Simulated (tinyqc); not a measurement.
Choice of the trial orbital: Wannier function of the lower band of a two-orbital chain.

H(k) = [[-d/2 - 2 ta cos k, -t1 - t2 exp(-ik)], [-t1 - t2 exp(ik), d/2 - 2 tb cos k]], k in 1/a, Bloch sums with exp(ikR) and without the positions inside the cell. Mesh k_j = 2 pi j/N. Projection gauge: each lower eigenvector u is multiplied by the phase that makes <trial|u> real and positive (the one-band case of Loewdin orthogonalisation). Wannier amplitudes w(R) = (1/N) sum_k exp(ikR) u(k); hoppings H(R) = (1/N) sum_k exp(-ikR) E(k).

Values chosen for the exercise:
- d = -0.73 eV (A at -d/2, B at +d/2)
- t1 = 2.23 eV (A-B in the cell)
- t2 = 0.3 eV (B to A of the next cell)
- ta = 0.15 eV (A-A between cells)
- tb = -0.07 eV (B-B between cells)
- xb = 0.38 a (position of B (A at 0))

N = 16. Centre, Omega_I and Omega_D from overlaps (b = 2 pi/N, M_j = u_j^+ diag(1, exp(-i b xb)) u_(j+1); Omega_D = (1/(N b^2)) sum (arg M_j + b centre)^2).

Trial angle:
```
th (deg)  smallest projection  centre (a)  Omega_I (a^2)  Omega_D (a^2)
0                       0.596      0.2256        0.03817        0.00516
15                      0.783      0.2256        0.03817        0.00236
30                      0.918      0.2256        0.03817        0.00107
45                      0.989      0.2256        0.03817        0.00039
60                      0.973      0.2256        0.03817        0.00006
75                      0.880      0.2256        0.03817        0.00004
90                      0.727      0.2256        0.03817        0.00055
```

Omega_I is the same for all. Omega_D is smallest at 75 degrees (0.00004) and largest at 0 (0.00516). The centre does not move.

Run: tinyqc, `OMP_NUM_THREADS=1 python tinyqc.py 1480929 1480930 out.jsonl`; Intel(R) Xeon(R) Processor @ 2.30GHz, one thread, shared host; about 0.2 s of CPU time with all checks.
